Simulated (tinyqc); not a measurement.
# Junction parameters from two forward currents

Problem. D(v) = J1 (exp(v/Vt) - 1) + J2 (exp(v/(2 Vt)) - 1). Find J1, J2 and the voltage 2 Vt ln(J2/J1) near which both parts are equal.

Parameters, values chosen for the exercise:

| symbol | value | unit | meaning |
|---|---|---|---|
| T | 358 | K | temperature |

Constants: q = 1.602176634e-19 C, kB = 1.380649e-23 J/K, Vt = kB T/q. Results are converted to the units shown.

junction voltages (V): 0.3  0.68
currents (uA/um): 3.2626906e-7  0.021422736

Solution. The current is linear in J1 and J2, so two points give two equations.

J1 = 5.700e-12 uA/um
J2 = 1.800e-9 uA/um
crossover = 0.3551 V

Numbers from tinyqc (`OMP_NUM_THREADS=1 python tinyqc.py 2182272 2182273 out.jsonl`; about 0.2 s on one thread of a shared Intel Xeon 2.30GHz).
